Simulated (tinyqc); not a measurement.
Comparisons within one model: optical gain and spontaneous emission in a bulk direct-gap semiconductor. A value that a table varies takes the place of the one given here.

Parabolic bands, vertical transitions, no excitons. For each hole band j: mr = me mj/(me + mj); joint density of states J_j(E) = (mr/c)^(3/2) sqrt(E - Eg)/(2 pi^2), both spins, c = hbar^2/2m0; averaged matrix element |e.p|^2 = m0 Ep/6; alpha_j(E) = 4 pi^2 alpha_f c Ep J_j/(3 nr E) in 1/angstrom (alpha_f the fine-structure constant, listed as alpha among the constants), times 1e8 for 1/cm.

F_j(eta) = (1/Gamma(j + 1)) integral_0^infinity x^j dx/(1 + exp(x - eta)), which tends to exp(eta) for eta << 0.

Quasi-Fermi levels: n = Nc F_1/2(Fc/kT) and p = Nv F_1/2(Fv/kT), Fc counted up from the conduction edge and Fv down from the valence edge; Nc, Nv from N = 2 (m kB T/(4 pi c))^(3/2) with c = hbar^2/2m0, in 1/angstrom^3; times 1e24 for 1/cm^3, with me and (mhh^(3/2) + mlh^(3/2))^(2/3).

For band j the electron sits at Ee = (E - Eg) mr/me above its edge and the hole at Eh = (E - Eg) mr/mj; fe = 1/(1 + exp((Ee - Fc)/kT)), fh = 1/(1 + exp((Eh - Fv)/kT)); gain g = sum_j alpha_j (fe + fh - 1).

Spontaneous rate: R = integral of (nr E/(hbar c))^2/(pi^2 hbar) sum_j alpha_j fe fh dE, with alpha in 1/cm and (nr E/(hbar c))^2 in 1/cm^2 (1e16 per 1/angstrom^2); B = R/(n p); lifetime n/R.

Constants: hbar^2/2m0 = 3.80998211 eV angstrom^2; fine-structure constant alpha = 0.007297352564; kB = 8.617333262e-05 eV/K; hbar = 6.58211957e-16 eV s; hbar c = 1973.269805 eV angstrom.

Values chosen for the exercise (near those of InP; not measured data): Eg = 1.335 eV (direct gap); me = 0.0794 m0 (electron mass); mhh = 0.609 m0 (heavy-hole mass); mlh = 0.0847 m0 (light-hole mass); Ep = 20.5 eV (Kane energy); nr = 3.33 (refractive index); T = 400 K; n = 6e+18 1/cm^3 (injected density, n = p).

## Peak gain against injection

The peak is the largest g over E; a dash marks no gain.

Gain:

| n (1/cm^3) | Fc (eV) | Fv (eV) | peak gain (1/cm) | peak E - Eg (eV) | B (cm^3/s) |
|---|---|---|---|---|---|
| 1.2e+18 | 0.0279 | -0.0950 | - | - | 7.61e-11 |
| 2.0e+18 | 0.0563 | -0.0769 | - | - | 7.12e-11 |
| 2.8e+18 | 0.0784 | -0.0648 | 55 | 0.0047 | 6.70e-11 |
| 3.4e+18 | 0.0928 | -0.0577 | 222 | 0.0126 | 6.43e-11 |
| 4.4e+18 | 0.1143 | -0.0482 | 545 | 0.0250 | 6.04e-11 |
| 5.7e+18 | 0.1392 | -0.0385 | 964 | 0.0398 | 5.61e-11 |
| 7.4e+18 | 0.1684 | -0.0284 | 1469 | 0.0570 | 5.16e-11 |
| 9.8e+18 | 0.2054 | -0.0172 | 2095 | 0.0777 | 4.66e-11 |

transparency density (Fc + Fv = 0) = 2.46e+18 1/cm^3

What does this show?

Gain starts at 2.46e+18 1/cm^3, where Fc = -Fv = 0.0695 eV: with Nv/Nc = 22 the electrons must be degenerate before the holes are. The slope of peak gain against n is 2.78e-16 cm^2 between the first two rows with gain and 2.61e-16 between the last two; the peak moves from 0.0047 to 0.0777 eV above the gap as the bands fill, and B falls by a factor 1.63. Line broadening and gap shrinkage are left out.

## Gain spectrum

At the density n.

Spectrum:

| E - Eg (eV) | alpha, empty (1/cm) | fe, heavy | fh, heavy | g (1/cm) |
|---|---|---|---|---|
| 0.005 | 2179 | 0.983 | 0.254 | 511 |
| 0.010 | 3070 | 0.981 | 0.251 | 695 |
| 0.020 | 4310 | 0.975 | 0.245 | 906 |
| 0.030 | 5240 | 0.968 | 0.239 | 1013 |
| 0.045 | 6348 | 0.954 | 0.230 | 1056 |
| 0.060 | 7251 | 0.934 | 0.221 | 989 |
| 0.080 | 8254 | 0.895 | 0.210 | 733 |
| 0.100 | 9100 | 0.836 | 0.199 | 260 |
| 0.130 | 10163 | 0.702 | 0.183 | -940 |
| 0.170 | 11313 | 0.458 | 0.164 | -3414 |
| 0.220 | 12456 | 0.190 | 0.142 | -6806 |

Fc + Fv = 0.1080 eV

What does this show?

g is positive below E - Eg = 0.1080 eV; the largest value listed is 1056 1/cm at 0.045 eV. At 0.220 eV above the gap g is -0.55 times the absorption of the empty crystal, whose limit is -1.

## Transparency density and B against temperature

Eg is held fixed; B is taken at n = 1e15 1/cm^3.

Results:

| T (K) | transparency density (1/cm^3) | Fc/kT there | B (cm^3/s) |
|---|---|---|---|
| 100 | 3.08e+17 | 2.016 | 6.63e-10 |
| 150 | 5.65e+17 | 2.016 | 3.63e-10 |
| 200 | 8.70e+17 | 2.016 | 2.37e-10 |
| 250 | 1.22e+18 | 2.016 | 1.70e-10 |
| 300 | 1.60e+18 | 2.016 | 1.30e-10 |
| 350 | 2.01e+18 | 2.016 | 1.04e-10 |
| 400 | 2.46e+18 | 2.016 | 8.53e-11 |
| 500 | 3.44e+18 | 2.016 | 6.16e-11 |

What can be read from the table?

Fc/kT at transparency stays at 2.016, since it depends on Nv/Nc alone, so the density goes as T^1.50. B goes as T^-1.48, against T^-1.5 for non-degenerate carriers: hot carriers spread over k and fewer pairs share a wave vector.

## What moves transparency and gain

Transparency is Fc + Fv = 0; the peak is the largest g over E at the density n (0 if none). Each row changes one parameter from the base and keeps the others.

Results:

| case | transparency density (1/cm^3) | Fc + Fv (eV) | peak gain (1/cm) |
|---|---|---|---|
| base | 2.46e+18 | 0.1080 | 1057 |
| me = 0.0913 m0 | 2.82e+18 | 0.0870 | 1042 |
| mhh = 0.365 m0 | 1.90e+18 | 0.1365 | 1885 |
| Ep = 22.6 eV | 2.46e+18 | 0.1080 | 1165 |
| T = 440 K | 2.84e+18 | 0.0968 | 843 |
| n = 7.8e+18 1/cm^3 | 2.46e+18 | 0.1485 | 1580 |
| nr = 3.5 | 2.46e+18 | 0.1080 | 1006 |

What can be read from the table?

The largest shifts from the base row, up to three for each result and ties (the steps differ in size, so this ranks the rows, not the parameters). transparency density (1/cm^3): mhh -5.65e+17, T +3.78e+17, me +3.56e+17; unchanged at the printed digits by Ep, n and nr. Fc + Fv (eV): n +0.0404, mhh +0.0284, me -0.0210; unchanged at the printed digits by Ep and nr. peak gain (1/cm): mhh +828, n +523, T -214.

Program tinyqc; command `OMP_NUM_THREADS=1 python tinyqc.py 1651446 1651447 out.jsonl`; about 0.08 s on one thread of a shared Intel(R) Xeon(R) Processor @ 2.30GHz.
